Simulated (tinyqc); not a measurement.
Hall effect and magnetoresistance of several carrier groups with constant relaxation times: one step, computed by the program tinyqc. Command: `OMP_NUM_THREADS=1 python tinyqc.py 3028290 3028291 out.jsonl hall2 walk`. One thread of a shared host (Intel(R) Xeon(R) Processor @ 2.30GHz), about 0.01 s of CPU time with the checks.

Group 1 has charge +e and group 2 charge +e; s_i is that sign. B lies along z; mu B is formed with mu in m^2/(V s).

Task: Resistivity, Hall coefficient and magnetoresistance. rho_xx = sigma_xx/(sigma_xx^2 + sigma_xy^2); Hall coefficient R_H = sigma_xy/(B (sigma_xx^2 + sigma_xy^2)), with B in V s/cm^2 (1 T = 1e-4 V s/cm^2); magnetoresistance MR = rho_xx(B)/rho_xx(0) - 1. Apparent density 1/(e |R_H|); Hall mobility |R_H|/rho_xx.

Inputs (values chosen for the exercise, for a model conductor): magnetic field B = 0.85 T.

Carriers: light and heavy holes. Densities: per area (a thin layer).

sigma_xx = 2.882806e-05 S

sigma_xy = 1.851920e-05 S

sigma at B = 0 = 4.341899e-05 S

Constants: e = 1.602176634e-19 C.

Give: rho_xx; Hall coefficient R_H; magnetoresistance MR; apparent density; Hall mobility.

Result:

rho_xx = 24555 ohm

Hall coefficient R_H = 1.856e+08 cm^2/C

magnetoresistance MR = 6.616 %

apparent density = 3.363e+10 1/cm^2

Hall mobility = 7558 cm^2/(V s)
